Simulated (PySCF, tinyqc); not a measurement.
A ladder of methods, and size consistency: correlation methods against full CI in the sto-3g basis, for H4, spin multiplicity 1. Computed by the program tinyqc with PySCF. All electrons correlated; +Q is the Davidson correction (1 - c0^2) E_corr. The last columns treat two copies 100 angstrom apart as one system. FCI is the lowest singlet.

Geometry (angstrom):
```
atom,x,y,z
H,0.0000,0.0000,0.0000
H,0.0000,0.0000,1.1530
H,0.0000,0.0000,2.3320
H,0.0000,0.0000,3.4850
```

RHF energy of one = -2.030158 hartree

Correlation energies (hartree):
```
method,E_corr of one,share of FCI (%),E_corr of two at 100 angstrom,two minus twice one (mhartree)
MP2,-0.051818,57.3297,-0.103637,0.0000
CISD,-0.087230,96.5074,-0.160647,13.8132
CISD+Q,-0.095413,105.5613,-0.184131,6.6963
CCSD,-0.090371,99.9823,-0.180742,0.0000
CCSD(T),-0.090515,100.1417,-0.181030,0.0000
FCI,-0.090387,100.0000,-,-
```

What does the comparison show, and why?

MP2 recovers 57 %, CISD 96.5 % and CCSD 100.0 % of the FCI value (c0^2 = 0.906 in CISD). MP2 and coupled cluster are size consistent, so their last column vanishes; CISD loses 13.81 mhartree, since a double excitation on each copy is a quadruple of the pair, and the Davidson correction leaves +6.70. The restricted reference is unstable here: a spin-polarised solution lies 0.0080 hartree lower (PySCF), so results built on it describe a poor reference.
